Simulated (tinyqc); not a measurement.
Worked calculation: cyclotron resonance of ellipsoidal valleys, Ge type. Values are carried at full precision from step to step, so a last printed digit may differ when a step is redone from the rounded ones.

Valleys along [111], [-111], [1-11], [11-1], mass ml along the axis and mt across it. B lies in the (1-10) plane, b = (sin(theta)/sqrt2, sin(theta)/sqrt2, cos(theta)). For the angle phi between B and the axis, 1/mc^2 = cos^2(phi)/mt^2 + sin^2(phi)/(mt ml). Resonance: h nu = 2 muB B/mc, h = 2 pi hbar.

Constants: hbar = 6.58211957e-16 eV s; muB = 5.788381798e-05 eV/T.

Parameters, chosen for this exercise (near those of Ge; the results hold for these values, not for the real material): theta = 28 degrees (angle of B from [001] towards [110]); ml = 1.58 m0 (longitudinal mass); mt = 0.08 m0 (transverse mass); nu = 9.4 GHz (microwave frequency); tau = 140 ps (scattering time).

## Angles to the valley axes

Give b and cos^2(phi) for each axis.

b: 0.3320  0.3320  0.8829

cos^2(phi): [111] 0.7976, [-111] 0.2599, [1-11] 0.2599, [11-1] 0.0160

## Cyclotron masses and resonance fields

For each axis, mc and B = h nu mc/(2 muB).

Resonances:
```
axis    mc (m0)   B (T)
[111]    0.0890  0.0299
[-111]   0.1467  0.0493
[1-11]   0.1467  0.0493
[11-1]   0.3118  0.1047
```

3 distinct masses appear; the limits are mt = 0.08 (B along the axis) and sqrt(ml mt) = 0.3555 (B across it).

## The same from the mass tensor

For the valley along [11-1]: M = mt 1 + (ml - mt) a a^T, and mc^2 = det M/(b M b).

M (m0), lower triangle:
```
         x        y       z
x   0.5800
y   0.5000   0.5800
z  -0.5000  -0.5000  0.5800
```

det M = 0.010112
b M b = 0.1040
mc = 0.3118 m0

## Line shape

For linear polarisation and one isotropic mass the absorbed power goes as P = [1 + (w^2 + wc^2) tau^2]/([1 + (wc^2 - w^2) tau^2]^2 + 4 w^2 tau^2), w = 2 pi nu. List it for wc/w = 0, 0.5, 0.8, 0.9, 1, 1.1, 1.2, 1.5 and 2, which is B over the resonance field.

w tau = 8.269

Power:
```
wc/w         P
0.0    0.01442
0.5    0.03086
0.8     0.1361
0.9     0.2990
1.0     0.5018
1.1     0.2986
1.2     0.1354
1.5    0.02880
2.0   0.008019
```

The largest listed value lies at wc/w = 1.0, 34.8 times the zero-field value. With w tau well above 1 the line is sharp, of relative half width about 1/(w tau). The closest two lines of this crystal are 64.8 % apart, so they are resolved.

## Checks

- Rotation frequency of dv/dt = -M^-1 (v x b) for the valley along [11-1], in units of e B/m0, against 1/mc: both 3.2067.

tinyqc: `OMP_NUM_THREADS=1 python tinyqc.py 1251922 1251923 out.jsonl`; about 0.01 s, one thread, shared Intel(R) Xeon(R) Processor @ 2.30GHz.
